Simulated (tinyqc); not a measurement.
## Minority carriers and saturation current of a heavily doped emitter: effect of temperature on the narrowing factor

n-type, parabolic bands, full ionisation. eta = (EF - Ec)/kB T solves N = Nc F12(eta), F12(x) = (2/sqrt(pi)) int_0^infinity sqrt(u)/(1 + exp(u - x)) du. The gap shrinks rigidly by dEg = E1 [ln(N/N0) + sqrt(ln^2(N/N0) + 0.5)], an empirical law that is here taken as the true narrowing.

Nc is given at 250 K and scales as T^1.5; dEg is held. The factor nie^2/ni^2 = exp(dEg/kB T) g, g = F12(eta) exp(-eta), divides the current gain of a transistor with this emitter.

Inputs (values chosen for the exercise); band and dielectric values close to those of silicon:
```
symbol    value   unit                                     meaning
Nc      2.11e19  cm^-3  conduction-band density of states at 250 K
N        1.9e20  cm^-3                       ionised donor density
E1          7.5    meV                 energy of the narrowing law
N0       1.9e17  cm^-3                density of the narrowing law
```

Constants: q = 1.602176634e-19 C, kB = 1.380649e-23 J/K, Vt = kB T/q. Results are converted to the units shown.

Result of one run:
```
eta          g  nie^2/ni^2  its logarithm
6.410  0.02070       8.588          2.150
```

Which temperature T gave this result: 150, 200, 250 or 350 K?

T = 200 K.

The whole series:
```
T (K)    eta         g  nie^2/ni^2  its logarithm
150    8.625  0.003479       10.76          2.376
200    6.410   0.02070       8.588          2.150
250    5.065   0.05687       7.066          1.955
300    4.153    0.1076       5.987          1.790
350    3.489    0.1660       5.199          1.648
400    2.979    0.2261       4.606          1.527
450    2.572    0.2847       4.148          1.423
```

The factor falls from 10.8 to 4.15. Its slope against q/kB T is 11.7 meV between the first two rows and 32.5 meV between the last two, against dEg = 104 meV: degeneracy takes back part of the narrowing. The factor grows on cooling, so the current gain of such a transistor falls.

Range of the model: Band tails, non-parabolic bands and incomplete ionisation are left out.

Numbers from tinyqc (`OMP_NUM_THREADS=1 python tinyqc.py 2330161 2330162 out.jsonl`; about 0.01 s on one thread of a shared Intel Xeon 2.30GHz).
